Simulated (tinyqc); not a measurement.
Worked calculation: plane-wave Kohn-Sham cycle with exchange-only LDA in a layered model solid. One step of it, computed by the program tinyqc.

Problem. Iteration 2: potential. V_H(G) = 4 pi rho(G)/G^2 for G != 0 (uniform background); v_x = -(3 rho/pi)^(1/3); V = V_ext + V_H + v_x; Fourier components f(G_m) = (1/N) sum_j f(x_j) exp(-i G_m x_j).

A solid whose potential varies along x alone (atomic units):
```
parameter                      value
period a                    9.400000
cross-section of the cell  37.000000
electrons per cell                 4
grid points                       16
plane waves -n..n, n               2
k points                           3
V1 in V1 cos(2 pi x/a)     -0.360000
V2 in V2 cos(4 pi x/a)      0.070000
```

density after iteration 1 (e/bohr^3): 0.01390023  0.01459002  0.01558247  0.01505748  0.01268560  0.00977304  0.00763609  0.00658290  0.00629835  0.00658290  0.00763609  0.00977304  0.01268560  0.01505748  0.01558247  0.01459002

Give: Potentials on the grid; V(G_m), m = 0, 1, 2, ....

Solution.

Potentials on the grid (hartree):
```
x       V_ext     V_H     v_x       V
0.000  -0.290   0.120  -0.237  -0.406
0.588  -0.283   0.115  -0.241  -0.409
1.175  -0.255   0.096  -0.246  -0.405
1.762  -0.187   0.060  -0.243  -0.371
2.350  -0.070   0.009  -0.230  -0.291
2.938   0.088  -0.047  -0.211  -0.169
3.525   0.255  -0.095  -0.194  -0.035
4.112   0.382  -0.128  -0.185   0.070
4.700   0.430  -0.139  -0.182   0.109
5.287   0.382  -0.128  -0.185   0.070
5.875   0.255  -0.095  -0.194  -0.035
6.463   0.088  -0.047  -0.211  -0.169
7.050  -0.070   0.009  -0.230  -0.291
7.638  -0.187   0.060  -0.243  -0.371
8.225  -0.255   0.096  -0.246  -0.405
8.812  -0.283   0.115  -0.241  -0.409
```

V(G_m), m = 0, 1, 2, ... (hartree): -0.220  -0.130  0.036  0.001  0.000
